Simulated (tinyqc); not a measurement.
Capacitance measurement on a leaky thin oxide: effects of series resistance and leakage: one step of the calculation.

The device is a capacitance C in parallel with a leakage conductance G, in series with Rs and Ls. An impedance meter reports either a parallel pair (Cp, Gp) from Y = 1/Z = Gp + i w Cp or a series pair (Cs, Rm) from Z = Rm + 1/(i w Cs); w = 2 pi f, dissipation D = Gp/(w |Cp|).

Task. What the meter reports. Z = Rs + i w Ls + 1/(G + i w C).

Values chosen for this exercise; values of the order met in thin-oxide MOS capacitors:

| symbol | value | unit | meaning |
|---|---|---|---|
| Rs | 100 | ohm | series resistance |
| Ls | 0 | nH | series inductance |
| f | 2e5 | Hz | measuring frequency |

C = 5.9794515 pF
G = 104 uS

Wanted: Z; Cp; Gp; Cs; D.

Result.

Z = 9665.5-691.1i ohm
Cp = 5.8570 pF
Gp = 102.94 uS
Cs = 1151.5 pF
D = 13.986

Cp is 2.0 % below C and Cs is 193 times it; G Rs = 0.0104, w C Rs = 7.51e-4 and G/(w C) = 13.8.

Computed by the program tinyqc: `OMP_NUM_THREADS=1 python tinyqc.py 2022165 2022166 out.jsonl`, one thread of a shared Intel Xeon 2.30GHz, about 0.01 s for the whole run.
